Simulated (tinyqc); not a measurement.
Worked calculation: tight binding, kagome lattice. Computed by tinyqc, a small Python program that keeps every step. Settings: t1 = 1.69, t2 = 1.5, delta = 0, bands filled = 1. Command: `OMP_NUM_THREADS=1 python tinyqc.py 21833 21834 out.jsonl` (the two numbers bound the seeds that draw the settings). One thread of a shared host (Intel(R) Xeon(R) Processor @ 2.60GHz), about 0.01 s of CPU time with the checks.

## Bloch Hamiltonian at k

Parameters chosen for this model:
```
parameter     value                unit
t1         1.690000    eV, up triangles
t2         1.500000  eV, down triangles
delta             0        eV on site C
```

k point k (fractions of the reciprocal vectors): 0.11000  -0.38000

H_AB = -t1 - t2 exp(-i k.a1), H_AC = -t1 - t2 exp(-i k.a2), H_BC = -t1 - t2 exp(i k.(a1 - a2)), H_CC = delta.

H(k) at k (eV):
```
                   A                  B                  C
A            0.00000  -2.84577+0.95614i  -0.59655-1.02682i
B  -2.84577-0.95614i            0.00000  -0.19296-0.09419i
C  -0.59655+1.02682i  -0.19296+0.09419i            0.00000
```

## Levels at k

Diagonalise the Hermitian matrix.

eigenvalues (eV): -3.27930  0.08930  3.19000

weights |c|^2 of the basis functions:
```
    band 1   band 2   band 3
A  0.49135  0.00365  0.50500
B  0.42875  0.13425  0.43700
C  0.07990  0.86210  0.05800
```

## Bloch Hamiltonian at K

k point K (fractions of the reciprocal vectors): 0.33333  0.66667

As before.

H(k) at K (eV):
```
                   A                  B                  C
A            0.00000  -0.94000+1.29904i  -0.94000-1.29904i
B  -0.94000-1.29904i            0.00000  -0.94000+1.29904i
C  -0.94000+1.29904i  -0.94000-1.29904i            0.00000
```

## Levels at K

As before.

eigenvalues (eV): -1.88000  -1.31000  3.19000

weights |c|^2 of the basis functions:
```
    band 1   band 2   band 3
A  0.33333  0.33333  0.33333
B  0.33333  0.33333  0.33333
C  0.33333  0.33333  0.33333
```

## Bands along a path

The same steps at evenly spaced points between the labelled ones.

Bands along the path (eV):
```
k            band 1    band 2   band 3
G          -6.38000   3.19000  3.19000
G-K 0.25   -5.95421   2.76421  3.19000
G-K 0.50   -4.79207   1.60207  3.19000
G-K 0.75   -3.21247   0.02247  3.19000
K          -1.88000  -1.31000  3.19000
K-M 0.25   -2.31344  -0.87656  3.19000
K-M 0.50   -2.79489  -0.39511  3.19000
K-M 0.75   -3.10579  -0.08421  3.19000
M          -3.21247   0.02247  3.19000
M-K' 0.25  -3.10579  -0.08421  3.19000
M-K' 0.50  -2.79489  -0.39511  3.19000
M-K' 0.75  -2.31344  -0.87656  3.19000
K'         -1.88000  -1.31000  3.19000
```

With 1 band(s) filled, the highest filled level on these points lies at K and the lowest empty one at K: a gap of 0.5700 eV, direct.
